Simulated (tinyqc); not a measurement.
CMOS inverter, nodal equation and switching: effect of the temperature.

An n-channel pull-down (bn, VTn) and a p-channel pull-up (bp, VTp) share the input Vin and the output node Vout, which carries the load C. Transistor (EKV form, voltages against the body): I = 2 n b Vt^2 [F(vp - Vs) - F(vp - Vd)] from drain to source, F(v) = ln^2(1 + exp(v/(2 Vt))), vp = (Vg - VT + sg |Vd - Vs|)/n. n-channel bodies are at 0; for the p-channel device all voltages are counted down from Vdd. b in uA/V^2 gives I in uA. Static: In = Ip. Transient: C dVout/dt = Ip - In. No velocity saturation, no gate capacitance beyond C.

VM solves In = Ip with Vin = Vout; VIL and VIH are the inputs of gain -1, NML = VIL - Vout(VIH), NMH = Vout(VIL) - VIH. For a step input the delay to Vdd/2 is tHL = C times the integral of dV/(In - Ip) from Vdd/2 to Vdd at Vin = Vdd, and tLH likewise with Ip - In from 0 to Vdd/2 at Vin = 0. Thresholds, gain factors and n are held fixed.

Inputs (values chosen for the exercise): supply voltage Vdd = 0.75 V; slope factor n = 1.28; drain-induced barrier lowering sg = 0.115; n-channel threshold VTn = 0.28 V; p-channel threshold (magnitude) VTp = 0.31 V; gain factor of the pull-down transistor bn = 550 uA/V^2; gain factor of the pull-up transistor bp = 440 uA/V^2; load capacitance C = 0.8 fF.

Constants: q = 1.602176634e-19 C, kB = 1.380649e-23 J/K, Vt = kB T/q. Results are converted to the units shown.

Effect of the temperature:

| T (K) | VM (V) | gain at VM | NML (V) | NMH (V) | tHL (ps) | tLH (ps) |
|---|---|---|---|---|---|---|
| 220 | 0.3547 | -8.696 | 0.2522 | 0.2992 | 4.897 | 6.868 |
| 250 | 0.3544 | -8.696 | 0.2496 | 0.2970 | 4.898 | 6.869 |
| 280 | 0.3541 | -8.695 | 0.2468 | 0.2946 | 4.899 | 6.870 |
| 310 | 0.3538 | -8.694 | 0.2437 | 0.2921 | 4.901 | 6.872 |
| 340 | 0.3534 | -8.690 | 0.2404 | 0.2895 | 4.902 | 6.873 |
| 370 | 0.3530 | -8.683 | 0.2369 | 0.2868 | 4.904 | 6.873 |
| 400 | 0.3526 | -8.670 | 0.2334 | 0.2840 | 4.905 | 6.873 |
| 430 | 0.3523 | -8.649 | 0.2297 | 0.2812 | 4.906 | 6.873 |

Read the table: what changes, and by how much?

As T goes from 220 to 430 K, VM falls from 0.355 to 0.352 V, the size of the gain falls from 8.70 to 8.65, tHL stays near 4.90 ps and tLH stays near 6.87 ps. The smaller margin is largest, 0.252 V, at T = 220 K among the rows.

tinyqc, about 0.06 s, one thread, Intel Xeon 2.30GHz (shared host): `OMP_NUM_THREADS=1 python tinyqc.py 2340166 2340167 out.jsonl`
